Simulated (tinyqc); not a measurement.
Capacitance measurement on a leaky thin oxide: effects of series resistance and leakage: two steps of the calculation.

The device is a capacitance C in parallel with a leakage conductance G, in series with Rs and Ls. An impedance meter reports either a parallel pair (Cp, Gp) from Y = 1/Z = Gp + i w Cp or a series pair (Cs, Rm) from Z = Rm + 1/(i w Cs); w = 2 pi f, dissipation D = Gp/(w |Cp|).

Inputs (values chosen for the exercise); values of the order met in thin-oxide MOS capacitors:
```
symbol  value    unit                                                               meaning
eox      21.8          relative permittivity of the gate insulator (close to hafnium oxide)
tox       3.3      nm                                                   insulator thickness
A         400    um^2                                                             gate area
zc       0.42      nm            oxide-equivalent thickness added by the accumulation layer
zp          0      nm                    oxide-equivalent thickness added by gate depletion
Jg         27  A/cm^2            gate leakage current density, not matched to the thickness
Vs       0.42       V                             voltage for an e-fold rise of the leakage
Rs         78     ohm                                                     series resistance
Ls        110      nH                                                     series inductance
f         1e5      Hz                                                   measuring frequency
```

Constants: eps0 = 8.8541878128e-14 F/cm where lengths are in cm. Results are converted to the units shown.

Task 1. True capacitance and conductance. EOT = 3.9 tox/eox; CET = EOT + zc + zp; C = 3.9 eps0 A/CET; G = Jg A/Vs.

Find: EOT; CET; C; G.

Result 1.

EOT = 0.59037 nm
CET = 1.0104 nm
C = 13.671 pF
G = 257.14 uS

Task 2. What the meter reports. Z = Rs + i w Ls + 1/(G + i w C).

C = 13.670808 pF
G = 257.14286 uS

Give: Z; Cp; Gp; Cs; D.

Result 2.

Z = (3.963-0.130i) x 1e3 ohm
Cp = 13.13 pF
Gp = 252.1 uS
Cs = 1.227e4 pF
D = 30.55

Cp is 3.9 % below C and Cs is 898 times it; G Rs = 0.0201, w C Rs = 6.70e-4 and G/(w C) = 29.9.

Numbers from tinyqc (`OMP_NUM_THREADS=1 python tinyqc.py 2022207 2022208 out.jsonl`; about 0.01 s on one thread of a shared Intel Xeon 2.30GHz).
